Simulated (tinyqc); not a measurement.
Comparisons within one model: alloy A(1-x)B(x) by interpolation with bowing. A value that a table varies takes the place of the one given here.

Each gap follows E(x) = (1 - x) E_A + x E_B - C x (1 - x); the lattice constant follows Vegard, a(x) = (1 - x) a_A + x a_B.

Mass at Gamma from the Kane formula 1/m = F + Ep (Eg + 2 Dso/3)/(Eg (Eg + Dso)). F is fixed by the masses of A and B and interpolated linearly, as is Ep; Eg and Dso carry their bowing.

Constants: hc = 1239.841984 eV nm.

Values chosen for the exercise (A near InAs, B near GaAs; the results hold for these values, not for the real material):
```
symbol  value                 unit      meaning
a       (6.054, 5.66)         angstrom  lattice constant of A, B
Eg      (0.418, 1.504)        eV        gap at Gamma to the s-like level of A, B
EgX     (1.434, 2.006)        eV        gap to the lowest valley along Gamma-X of A, B
EgL     (1.14, 1.838)         eV        gap to L of A, B
C       (0.46, 1.494, 0.405)  eV        bowing of the Gamma, X and L gaps
Dso     (0.39, 0.346)         eV        spin-orbit splitting of A, B
Ep      (21.7, 25.5)          eV        Kane energy of A, B
me      (0.0258, 0.0664)      m0        electron mass at Gamma of A, B
Cs      0.13                  eV        bowing of Dso
x       0.61                            fraction of B
```

## Gaps across the alloy

Eleven compositions.

Gaps (eV):
```
x    a (angstrom)  Gamma      X      L  lowest  wavelength (nm)
0.0        6.0540  0.418  1.434  1.140   Gamma             2966
0.1        6.0146  0.485  1.357  1.173   Gamma             2555
0.2        5.9752  0.562  1.309  1.215   Gamma             2208
0.3        5.9358  0.647  1.292  1.264   Gamma             1916
0.4        5.8964  0.742  1.304  1.322   Gamma             1671
0.5        5.8570  0.846  1.347  1.388   Gamma             1466
0.6        5.8176  0.959  1.419  1.462   Gamma             1293
0.7        5.7782  1.082  1.521  1.544   Gamma             1146
0.8        5.7388  1.213  1.653  1.634   Gamma             1022
0.9        5.6994  1.354  1.814  1.732   Gamma              916
1.0        5.6600  1.504  2.006  1.838   Gamma              824
```

How do the results move?

The lowest valley is Gamma at every x. The Gamma gap is monotonic, since its bowing (0.46 eV) is smaller than the difference of the end gaps (1.086 eV); at x = 0.5 bowing lowers it by C/4 = 0.115 eV.

## Three ways to interpolate a mass

Linear in m, linear in 1/m, and the Kane formula.

Masses (m0):
```
x      Eg (eV)  linear in m  linear in 1/m    Kane  Kane m/Eg (1/eV)
0.000    0.418       0.0258         0.0258  0.0258            0.0617
0.125    0.503       0.0309         0.0279  0.0298            0.0593
0.250    0.603       0.0360         0.0305  0.0344            0.0570
0.375    0.717       0.0410         0.0335  0.0393            0.0548
0.500    0.846       0.0461         0.0372  0.0446            0.0527
0.625    0.989       0.0512         0.0418  0.0500            0.0506
0.750    1.146       0.0563         0.0477  0.0556            0.0485
0.875    1.318       0.0613         0.0555  0.0611            0.0464
1.000    1.504       0.0664         0.0664  0.0664            0.0441
```

What can be read from the table?

At x = 0.5 the three give 0.0461, 0.0372 and 0.0446; judged by the largest distance, the Kane value is closer to the interpolation in m (largest distances 0.0017 m0 from the rule in m, 0.0083 m0 from the rule in 1/m). The ratio m/Eg varies by a factor of 1.40 while the gap varies by 3.60; a constant ratio is the two-band rule m = Eg/Ep at fixed Ep.

## What each parameter does

Gaps at x and the Kane mass. Each row changes one parameter from the base and keeps the others.

Results:
```
case                         Gamma (eV)  X (eV)  L (eV)  mass (m0)
base                             0.9710  1.4275  1.4694     0.0494
x = 0.57                         0.9243  1.3939  1.4386     0.0476
C = (0.56, 1.594, 0.505) eV      0.9472  1.4037  1.4456     0.0481
Eg = (0.439, 1.504) eV           0.9792  1.4275  1.4694     0.0481
EgX = (1.434, 1.906) eV          0.9710  1.3665  1.4694     0.0494
EgL = (1.083, 1.838) eV          0.9710  1.4275  1.4472     0.0494
Ep = (23.9, 28) eV               0.9710  1.4275  1.4694     0.0504
Cs = 0.18 eV                     0.9710  1.4275  1.4694     0.0492
```

What does this show?

The largest shifts from the base row, up to three for each result and ties (the steps differ in size, so this ranks the rows, not the parameters). Gamma (eV): x -0.0468, C -0.0238, Eg +0.0082; unchanged at the printed digits by EgX, EgL, Ep and Cs. X (eV): EgX -0.0610, x -0.0336, C -0.0238; unchanged at the printed digits by Eg, EgL, Ep and Cs. L (eV): x -0.0308, C -0.0238, EgL -0.0222; unchanged at the printed digits by Eg, EgX, Ep and Cs. mass (m0): x -0.0018, Eg -0.0013, C -0.0013; unchanged at the printed digits by EgX and EgL.

Program tinyqc; command `OMP_NUM_THREADS=1 python tinyqc.py 1050837 1050838 out.jsonl`; about 0.01 s on one thread of a shared Intel(R) Xeon(R) Processor @ 2.30GHz.
